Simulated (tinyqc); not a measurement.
Thermal stress, cracking, delamination and buckling of a thin film; Griffith cracks and misfitting inclusions: one step, computed by the program tinyqc.

Isotropic linear elasticity; the substrate is much thicker than the film; stress is positive in tension.

Question. Channel cracks and edge delamination. Channel crack through the film: G = pi g G0, critical thickness where G = Gamma_f. Steady delamination from an edge: G = G0, critical thickness where G = Gamma_i.

Inputs (values chosen for the exercise, for a model film): deposition temperature T_d = 450 K; final temperature T = 300 K; film thickness h = 2.5 micrometre; film toughness Gamma_f = 2.13 J/m^2; interface toughness Gamma_i = 1.9 J/m^2.

factor g = 1.103862

G0 = 1.103056 J/m^2

Give: driving force for channelling; critical thickness for channelling; critical thickness for delamination.

Answer.

driving force for channelling = 3.8253 J/m^2

critical thickness for channelling = 1.3921 micrometre

critical thickness for delamination = 4.3062 micrometre

As the film thickens, channel cracking comes first. At h the film can fail by cracking.
